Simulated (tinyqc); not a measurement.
Planar ballistic transistor, top-of-the-barrier model: two steps of the calculation.

At the top of the source barrier, states moving towards the drain are filled by the source (Fermi level 0) and states moving back by the drain (Fermi level -q Vd); nothing scatters. U is the shift of the band edge there, set by the capacitances CG, CD and CS (the total) and by the charge. Parabolic two-dimensional band; the source is grounded.

Inputs (values chosen for the exercise); mass and valleys close to those of germanium:
- T = 150 K (temperature)
- m = 0.121 m0 (effective mass)
- gv = 4 (valley degeneracy)
- eox = 16 (relative permittivity of the gate insulator)
- tox = 1.5 nm (insulator thickness)
- aG = 0.76 (gate control CG/CS)
- aD = 0.064 (drain control CD/CS)
- E0 = 0.26 eV (band edge at the barrier top above the source Fermi level at zero bias)
- Vg = 0.7 V (gate voltage)
- Vd = 0.05 V (drain voltage)

Constants: q = 1.602176634e-19 C, kB = 1.380649e-23 J/K, hbar = 1.054571817e-34 J s, m0 = 9.1093837015e-31 kg, Vt = kB T/q, eps0 = 8.8541878128e-14 F/cm where lengths are in cm. Results are converted to the units shown.

Problem 1. Density of states, capacitances and charge at zero bias. N0 = gv m kB T/(pi hbar^2), CG = eps0 eox/tox, vT = sqrt(2 kB T/(pi m)), CS = CG/aG, n0 = n at U = 0 and Vd = 0. eta1 = -(E0 + U)/Vt, eta2 = eta1 - Vd/Vt, n = (N0/2)[F_0(eta1) + F_0(eta2)], F_0(x) = ln(1 + exp x). UL = -(aG Vg + aD Vd).

Give: N0; CG; CS; n0; UL.

Solution 1.

N0 = 2.613e12 cm^-2
CG = 9.444 uF/cm^2
CS = 12.43 uF/cm^2
n0 = 4804 cm^-2
UL = -0.5352 eV

Problem 2. Current, mean velocity and share of the gate voltage. I = q (N0/2) vT [F_(1/2)(eta1) - F_(1/2)(eta2)] per width, F_(1/2)(x) = (2/sqrt(pi)) int_0^infinity u^(1/2)/(1 + exp(u - x)) du. Mean velocity I/(q n). CQ = (q/Vt) dn/d(eta1); the band edge follows the gate as -dU/dVg = aG/(1 + CQ/CS).

converged U = -0.35421770 eV

Wanted: eta1; n; I; mean velocity; CQ; -dU/dVg.

Solution 2.

eta1 = 7.289
n = 1.404e13 cm^-2
I = 2257 uA/um
mean velocity = 1.003e7 cm/s
CQ = 31.87 uF/cm^2
-dU/dVg = 0.2132 eV/V

The carriers from the source are degenerate (eta1 = 7.29), and the mean velocity is 0.917 times vT = sqrt(2 kB T/(pi m)) = 1.09e7 cm/s. The drain fills a good part of the returning states, which lowers the mean.

tinyqc, about 0.01 s, one thread, Intel Xeon 2.30GHz (shared host): `OMP_NUM_THREADS=1 python tinyqc.py 2400011 2400012 out.jsonl`
